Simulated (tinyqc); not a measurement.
# Octagonal on-chip spiral inductor, lumped pi model: quality factor against frequency

Outer diameter do = di + 2 n wd + 2 (n - 1) sp, mean da = (do + di)/2, fill p = (do - di)/(do + di), length l = 3.314 n da. L = 2.25 mu0 n^2 da/(1 + 3.55 p), mu0 = 4 pi 1e-7 H/m. Rs = rho l/(wd delta (1 - exp(-th/delta))), delta = sqrt(rho/(pi f mu0)). Cs = n wd^2 eps0 eo/hu across the coil. At each end Cox = l wd eps0 eo/(2 ho) leads to the substrate branch Rsi = 2 rs he/(l wd) in parallel with Csi = l wd eps0 11.7/(2 he). With one end grounded Y = 1/(Rs + i w L) + i w Cs + 1/[1/(i w Cox) + 1/(1/Rsi + i w Csi)], w = 2 pi f; Q = -Im Y/Re Y. Eddy currents in neighbouring turns and in the substrate are left out.

Apparent inductance Im(1/Y)/w; share of the loss Re(substrate branch)/Re Y.

Inputs (values chosen for the exercise); values of the order met in silicon radio-frequency processes:
- n = 4.5 (number of turns)
- wd = 15 um (line width)
- sp = 1.5 um (space between turns)
- di = 100 um (inner diameter)
- th = 2 um (metal thickness)
- rho = 2.2 uohm cm (metal resistivity)
- ho = 3.2 um (oxide below the coil)
- hu = 0.9 um (oxide between coil and underpass)
- eo = 4.1 (relative permittivity of the oxide)
- rs = 1 ohm cm (substrate resistivity)
- he = 50 um (effective spreading depth in the substrate)

Constants: eps0 = 8.8541878128e-12 F/m. Results are converted to the units shown.

Results:
```
f (GHz)  Rs (ohm)  w L/Rs       Q  apparent inductance (nH)  loss in the substrate (%)
0.084       2.131  0.9820  0.9814                     3.964                   1.449e-4
0.22        2.289   2.394   2.388                     3.971                   0.003659
0.37        2.418   3.812   3.788                     3.985                    0.02522
0.6         2.576   5.801   5.704                     4.021                     0.1574
0.98        2.791   8.746   8.316                     4.122                      1.008
1.6         3.079   12.94   10.88                     4.416                      6.095
2.6         3.465   18.69   9.713                     5.415                      28.47
4.3         4.011   26.70   2.001                     12.05                      71.56
```

Estimate the missing row, f = 0.14 GHz.

Computed row:
```
f (GHz)  Rs (ohm)  w L/Rs      Q  apparent inductance (nH)  loss in the substrate (%)
0.14        2.204   1.582  1.580                     3.966                   7.427e-4
```

With this row back in the table: Q goes from 0.981 through a maximum of 10.9 (at f = 1.6 GHz among the rows listed) to 2.00; the exact peak is 11.2 at 1.91 GHz and Q reaches zero at the self-resonance, 5.03 GHz. The share of the substrate rises from 1.45e-4 to 71.6 %, and the apparent inductance ends at 3.04 times L. At the peak the substrate takes 11.2 % of the loss.

Numbers from tinyqc (`OMP_NUM_THREADS=1 python tinyqc.py 2302037 2302038 out.jsonl`; about 0.01 s on one thread of a shared Intel Xeon 2.30GHz).
